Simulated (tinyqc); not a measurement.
What each parameter does: sp3s* tight binding with spin-orbit coupling.

sp3s* tight binding, nearest neighbours only: anion (a) at 0, cation (c) at a/4 (1,1,1), orbitals s, px, py, pz, s* on each; k in units of 2 pi/a. With phases e_j = exp(i (pi/2) k.n_j) for n = (1,1,1), (1,-1,-1), (-1,1,-1), (-1,-1,1): g0 = (e1+e2+e3+e4)/4, g1 = (e1+e2-e3-e4)/4, g2 = (e1-e2+e3-e4)/4, g3 = (e1-e2-e3+e4)/4. The diagonal holds the levels Esa, Epa, Exa (s*) and Esc, Epc, Exc. Anion-cation block: <sa|sc> = Vss g0; <sa|xc> = Vsapc g1; <xa|sc> = -Vscpa g1; <xa|xc> = Vxx g0; <xa|yc> = <ya|xc> = Vxy g3, <xa|zc> = <za|xc> = Vxy g2, <ya|zc> = <za|yc> = Vxy g1; <s*a|xc> = Vxapc g1; <xa|s*c> = -Vpaxc g1; y and z take g2 and g3 in place of g1; s-s* and s*-s* vanish.

Spin-orbit coupling acts within the p shell of each atom as (D/3) L.sigma, D = Da or Dc: it puts four states at Ep + D/3 and two at Ep - 2D/3.

Inputs chosen for the exercise (near a published set for GaSb, fitted to gaps, whose masses and valley positions are rough; spin-orbit coupling, where it is added without a refit, lifts the valence top and shrinks all gaps by about a third of the splitting; shifted at random, so the results belong to these values and not to a real crystal):

| symbol | value | unit | meaning |
|---|---|---|---|
| Esa | -7.287 | eV | s level of the anion |
| Epa | 0.862 | eV | p level of the anion |
| Esc | -3.927 | eV | s level of the cation |
| Epc | 2.937 | eV | p level of the cation |
| Exa | 6.666 | eV | s* level of the anion |
| Exc | 5.996 | eV | s* level of the cation |
| Vss | -6.132 | eV | s-s |
| Vxx | 1.566 | eV | px-px |
| Vxy | 4.109 | eV | px-py |
| Vsapc | 4.957 | eV | s anion, p cation |
| Vscpa | 4.685 | eV | s cation, p anion |
| Vxapc | 5.006 | eV | s* anion, p cation |
| Vpaxc | 4.214 | eV | p anion, s* cation |
| Da | 0.963 | eV | atomic spin-orbit splitting, anion |
| Dc | 0.171 | eV | the same, cation |

Gaps from the top of the valence band at Gamma; Delta is the minimum on (x,0,0), 0.5 <= x <= 1.

One parameter was then changed.

Results before and after:

| case | Ev (eV) | gap Gamma (eV) | gap Delta (eV) | gap L (eV) |
|---|---|---|---|---|
| base | 0.2796 | 0.4714 | 0.8972 | 0.6914 |
| changed | 0.2796 | 0.4714 | 0.8487 | 0.6662 |

Which of these changes was made? (a) Exc = 5.696 eV; (b) Vss = -6.432 eV; (c) Vscpa = 4.985 eV; (d) Esc = -4.227 eV; (e) Vpaxc = 4.514 eV; (f) Vxx = 1.366 eV.

Answer: (a) Exc = 5.696 eV. Of the candidates, run in turn, only this one gives the changed row.

All candidates:

| case | Ev (eV) | gap Gamma (eV) | gap Delta (eV) | gap L (eV) |
|---|---|---|---|---|
| base | 0.2796 | 0.4714 | 0.8972 | 0.6914 |
| Vscpa = 4.985 eV | 0.2796 | 0.4714 | 0.9409 | 0.8027 |
| Vss = -6.432 eV | 0.2796 | 0.7612 | 0.8865 | 0.7662 |
| Exc = 5.696 eV | 0.2796 | 0.4714 | 0.8487 | 0.6662 |
| Vpaxc = 4.514 eV | 0.2796 | 0.4714 | 0.7746 | 0.6316 |
| Esc = -4.227 eV | 0.2796 | 0.2834 | 0.8613 | 0.5903 |
| Vxx = 1.366 eV | 0.4496 | 0.3013 | 0.7055 | 0.4912 |

Vscpa, Exc and Vpaxc cannot move Ev or the gap at Gamma, whose blocks do not hold them; s parameters never move Ev, and move the gap only where the lowest empty level at Gamma is s-like.

Computed by tinyqc, a small Python program: `OMP_NUM_THREADS=1 python tinyqc.py 1451503 1451504 out.jsonl` (the numbers bound the seed that draws the inputs); one thread of a shared host (Intel(R) Xeon(R) Processor @ 2.30GHz), about 0.1 s for the whole set of steps.
